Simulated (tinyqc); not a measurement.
Thickness series: competing polymorphs of an oxide film: bulk, surface, grain-boundary, dopant and field terms. Computed by tinyqc, a small Python program. Command: `OMP_NUM_THREADS=1 python tinyqc.py 3031634 3031635 out.jsonl polymorph walk`. One thread of a shared host (Intel(R) Xeon(R) Processor @ 2.30GHz), about 0.01 s of CPU time with the checks.

Phases: monoclinic m (reference), polar orthorhombic o, tetragonal t. Free energies per formula unit (f.u.); 1 J/m^2 x angstrom^3/nm = 6.241509 meV.

Inputs (values chosen for the exercise, for a model oxide):
```
quantity                                    value          unit
energy of the polar phase o over m           80.2      meV/f.u.
energy of the tetragonal phase t over m       105      meV/f.u.
entropy of o over m                        0.0079  meV/(f.u. K)
entropy of t over m                         0.069  meV/(f.u. K)
surface energy of m                          2.67         J/m^2
surface energy of o                          2.15         J/m^2
surface energy of t                          1.83         J/m^2
grain-boundary energy over surface energy    0.46             -
volume per formula unit Omega                33.4    angstrom^3
grain radius R                                 13            nm
temperature T                                 300             K
dopant content x                              4.8             %
shift of o per % of dopant                   -8.6      meV/f.u.
shift of t per % of dopant                    -18      meV/f.u.
interlayer thickness (SiO2)                  0.72            nm
```

Geometry: columnar grains in a film.

permittivities of m, o, t: 21  30  36

Method:
- Bulk term b = H - T S + (shift) x, zero for m. The undoped bulk turns from m to t at T = H_t/S_t.
- With G = b + gamma Omega A (b the bulk free energy per formula unit, A the area per volume), two phases i, j cross at A_ij = (b_j - b_i)/(Omega (gamma_i - gamma_j)); o has a window only if A_mo < A_ot.
- Area per volume: A = 2/h + f_b/R (two free faces; the side wall 2/R is shared by two grains and carries f_b gamma); G = b + gamma Omega A.
- Grain radii are log-normal by volume with median R and width sigma; the share with A above A* is that with radius below R*, R* = f_b/(A* - 2/h) (all grains if A* <= 2/h), share = (1/2) erfc[-ln(R*/R)/(sqrt 2 sigma)]. Effective permittivity of a layer of thickness h built of such grains, taken in parallel: sum of share x eps; EOT = interlayer + 3.9 h/eps.
- The median radius is held at R.

b (meV/f.u.): m 0.00, o 36.55, t -2.10

A_mo = 0.337169 1/nm

A_ot = -0.579380 1/nm

A_mt = -0.0119923 1/nm

Against thickness:
```
h (nm)  A at R (1/nm)  share m  share o  share t  eps  EOT (nm)
3             0.70205        0        0        1   36    1.0450
4             0.53538        0        0        1   36    1.1533
6             0.36872        0        0        1   36    1.3700
8             0.28538        0        0        1   36    1.5867
11            0.21720        0        0        1   36    1.9117
15            0.16872        0        0        1   36    2.3450
22            0.12629        0        0        1   36    3.1033
35            0.09253        0        0        1   36    4.5117
```

What does the comparison show, and why?

From 3 to 35 nm the share of t stays at 1.00 and that of m by less than the digits shown, at 0.00; o stays under 2 %. A at the median radius runs from 0.702 down to 0.093 1/nm, against the crossings A_mo = 0.337, A_ot = -0.579 and A_mt = -0.012; the majority phase is t in the thinnest film and t in the thickest.

Extremes, crossings and ranges named in words are read from the listed rows.
